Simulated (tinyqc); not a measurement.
Fermi-Dirac statistics of conduction electrons: sweeps and comparisons. A value that a table varies takes the place of the one given here.

Non-parabolic band E (1 + alpha E) = c k^2/m: n = Nc (2/sqrt(pi)) integral_0^infinity sqrt(x (1 + a x)) (1 + 2 a x) dx/(1 + exp(x - eta)) with a = alpha kT and eta = (EF - Ec)/kT; a = 0 gives n = Nc F_1/2(eta).

Constants: hbar^2/2m0 = 3.80998211 eV angstrom^2; kB = 8.617333262e-05 eV/K.

Parameters, chosen for this exercise (near those of GaN, lowest valleys alone; the results hold for these values, not for the real material): m = 0.204 m0 (density-of-states mass of the conduction band); T = 160 K; alpha = 0.18 1/eV (non-parabolicity); m1 = 0.204 m0 (mass of one isotropic band with spin); L = 100 angstrom (confinement length used to compare densities); n = 8e+17 1/cm^3 (electron density).

## Parabolic against non-parabolic filling

N = 2 (m kB T/(4 pi c))^(3/2) with c = hbar^2/2m0, in 1/angstrom^3; times 1e24 for 1/cm^3. k_F = (3 pi^2 n)^(1/3) and the energy E0 that solves E (1 + alpha E) = c k_F^2/m give the limit of zero temperature.

EF - Ec (meV):

| n (1/cm^3) | parabolic | non-parabolic | non-parabolic, 0 K |
|---|---|---|---|
| 9.0e+16 | -31.3 | -31.4 | 3.6 |
| 4.0e+17 | -9.0 | -9.2 | 9.7 |
| 1.0e+18 | 6.8 | 6.6 | 17.8 |
| 5.0e+18 | 48.9 | 48.2 | 51.8 |
| 1.0e+19 | 81.0 | 79.6 | 81.8 |
| 5.0e+19 | 242.0 | 232.0 | 232.8 |

Non-parabolicity lowers EF by 0.1 meV at the lowest density and by 9.9 meV at the highest, where alpha (EF - Ec) = 0.04. Temperature lowers EF below its 0 K value by 35.0 meV at the lowest density and by 0.8 meV at the highest. EF enters the band between 4e+17 and 1e+18 1/cm^3.

## Dimension (statistics of electrons in three, two and one dimensions)

One band edge at E = 0, lambda = sqrt(4 pi c/(m1 kT)) with c = hbar^2/2m0. Densities with spin: n3 = (2/lambda^3) F_1/2(eta), n2 = (2/lambda^2) F_0(eta) with F_0 = ln(1 + exp(eta)), n1 = (2/lambda) F_-1/2(eta). F_j(eta) = (1/Gamma(j + 1)) integral_0^infinity x^j dx/(1 + exp(x - eta)), which tends to exp(eta) for eta << 0.

The last two columns turn the sheet and line densities into volume densities, n2/L and n1/L^2, over n3.

Densities:

| eta | n3 (1/cm^3) | n2 (1/cm^2) | n1 (1/cm) | (n2/L)/n3 | (n1/L^2)/n3 |
|---|---|---|---|---|---|
| -4 | 1.64e+16 | 2.13e+10 | 2.77e+04 | 1.30 | 1.69 |
| -2 | 1.16e+17 | 1.49e+11 | 1.90e+05 | 1.28 | 1.63 |
| -1 | 2.95e+17 | 3.68e+11 | 4.51e+05 | 1.25 | 1.53 |
| 0 | 6.89e+17 | 8.14e+11 | 9.27e+05 | 1.18 | 1.35 |
| 1 | 1.42e+18 | 1.54e+12 | 1.57e+06 | 1.09 | 1.11 |
| 2 | 2.54e+18 | 2.50e+12 | 2.24e+06 | 0.983 | 0.883 |
| 4 | 5.86e+18 | 4.72e+12 | 3.35e+06 | 0.805 | 0.571 |
| 8 | 1.56e+19 | 9.40e+12 | 4.86e+06 | 0.601 | 0.311 |

lambda = 130.5 angstrom

Far below the edge all three follow exp(eta), and the ratios tend to lambda/L = 1.305 and its square. From eta = 4 to 8 the densities grow by 2.67, 1.99 and 1.45, near the powers 2^(3/2), 2 and 2^(1/2) that the densities of states E^(1/2), E^0 and E^(-1/2) give. One subband serves while EF stays several kT below the second, 4.0 kT up for hard walls; rows with a larger eta, if any, overfill it.

## What moves the Fermi level

N = 2 (m kB T/(4 pi c))^(3/2) with c = hbar^2/2m0, in 1/angstrom^3; times 1e24 for 1/cm^3. Each row changes one parameter from the base and keeps the others.

Results:

| case | parabolic EF - Ec (meV) | non-parabolic EF - Ec (meV) |
|---|---|---|
| base | 2.65 | 2.45 |
| m = 0.1836 m0 | 5.55 | 5.34 |
| T = 210 K | -5.78 | -6.07 |
| n = 1.6e+18 1/cm^3 | 16.38 | 16.12 |
| alpha = 0.27 1/eV | 2.65 | 2.36 |

The largest shifts from the base row, up to three for each result and ties (the steps differ in size, so this ranks the rows, not the parameters). parabolic EF - Ec (meV): n +13.74, T -8.42, m +2.90; unchanged at the printed digits by alpha. non-parabolic EF - Ec (meV): n +13.66, T -8.52, m +2.89.

Computed by tinyqc, a small Python program: `OMP_NUM_THREADS=1 python tinyqc.py 1681527 1681528 out.jsonl` (the numbers bound the seed that draws the inputs); one thread of a shared host (Intel(R) Xeon(R) Processor @ 2.30GHz), about 0.01 s for the whole set of steps.
